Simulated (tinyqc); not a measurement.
What moves the results: band offset from the macroscopic average of a supercell potential. A value that a table varies takes the place of the one given here.

A model of the planar-averaged electrostatic energy of an electron in a periodic cell of N1 periods of A (L1 = N1 n1 h) and N2 periods of B (L2 = N2 n2 h), on z_j = j h: V(z) = f VA + (1 - f) VB + F t(z), VA = V1[0] + V1[1] cos(2 pi z/(n1 h)) + V1[2] cos(4 pi z/(n1 h)), VB the same with V2, n2 and z - L1. f = [tanh(z/w) - tanh((z - L1)/w) + tanh((z - L1 - L2)/w)]/2 + 1/2; t(z) = z - L1/2 in A and (L1/L2)(L1 + L2/2 - z) beyond, so that the cell is periodic.

Running mean over n points, periodic: for odd n the plain mean of the n points centred on j; for even n the n + 1 points with half weight at both ends. The macroscopic average applies the mean over n1 points and then over n2 points.

dEv = Ev(A) - Ev(B) = Ev1 - (dV + Ev2); dEc = Ec(B) - Ec(A) = Eg2 - Eg1 - dEv. The correction of a gap, c = Eg[1] - Eg[0], lowers the valence top by fv c and leaves dV, a ground-state quantity, as it is. Type I: dEv and dEc of one sign; II: opposite signs; III: no overlap of the gaps.

Values chosen for the exercise (gaps near those of Si and HfO2; the results hold for these values, not for the real material): h = 0.25 angstrom (grid step); n1 = 6 (grid points per period of A); n2 = 6 (grid points per period of B); V1 = (-7.08, 4.9, -0.21) eV (mean and two harmonics of the potential in A); V2 = (-4.17, 4.71, 0.7) eV (the same in B); w = 0.3 angstrom (width of the interfaces); N1 = 4 (periods of A); N2 = 4 (periods of B); F = 0 eV/angstrom (slope in A from opposite charges on the two interfaces); Ev1 = 6.44 eV (valence top of bulk A above its mean potential); Eg1 = (0.6, 1.14) eV (gap of A: semi-local value, corrected value); Ev2 = 1.23 eV (valence top of bulk B above its mean potential); Eg2 = (3.91, 6.08) eV (gap of B: semi-local value, corrected value).

## How thick the regions must be

N1 = N2 = N, no slope (F = 0); dV is read at j = floor(N n1/2) and N n1 + floor(N n2/2). The exact value is V2[0] - V1[0].

Results:
```
N  L1 (angstrom)  dV (eV)  error (meV)
1           1.50   1.2470     -1663.00
2           3.00   2.7876      -122.41
3           4.50   2.9087        -1.30
4           6.00   2.9100        -0.01
5           7.50   2.9100         0.00
6           9.00   2.9100         0.00
```

The error is below 10 meV from N = 3 on. The two windows together span 3.00 angstrom and must fit between the interface tails, which fall as exp(-2 z/w); the errors at N = 2, 3 and 4 are -122.41, -1.30 and -0.01 meV.

## The choice of windows

dV read at j = 12 and 36 after means over the numbers of points listed; ripple is the spread over the five points around each.

Results:
```
windows  dV (eV)  ripple in A (meV)  ripple in B (meV)
none       3.630               7035               8115
6 only     2.910                  0                  0
7 only     3.067               1095                859
7, 7       2.925                143                166
6, 6       2.910                  0                  0
```

Which rows can be used, and how does a wrong window show?

The last row matches both periods and lies 0 meV from the value of a thick cell, V2[0] - V1[0] = 2.910 eV. Against it the raw potential errs by +0.72 eV. Within 20 meV of it lie: 6 only and 7, 7. A window one point too long leaves a ripple of 1095 meV in A, against 0 meV in the last row: the ripple is the sign to look for. Rows to use, with under 30 meV of ripple in both regions once the tilt is taken off: 6 only and 6, 6. A row with a large ripple can hit the right value only by chance.

## Where the gap correction goes

dV = B - A = 2.9100 eV

fv1 and fv2 are varied.

Offsets (eV):
```
fv1  fv2    dEv    dEc
0.0  0.0  2.300  2.640
0.5  0.5  3.115  1.825
1.0  1.0  3.930  1.010
0.0  1.0  4.470  0.470
1.0  0.0  1.760  3.180
0.3  0.7  3.657  1.283
```

dEv + dEc = 4.940 eV in every row, but dEv alone spans 2.71 eV, the sum of the two corrections. A scissor on the conduction bands alone (first row) keeps the semi-local dEv; with equal shares fv the shift is fv times the difference of the corrections, +1.63 eV, against their sum of 2.71 eV: little of the error cancels even if the shares are alike.

Program tinyqc; command `OMP_NUM_THREADS=1 python tinyqc.py 1880812 1880813 out.jsonl`; about 0.01 s on one thread of a shared Intel(R) Xeon(R) Processor @ 2.30GHz.
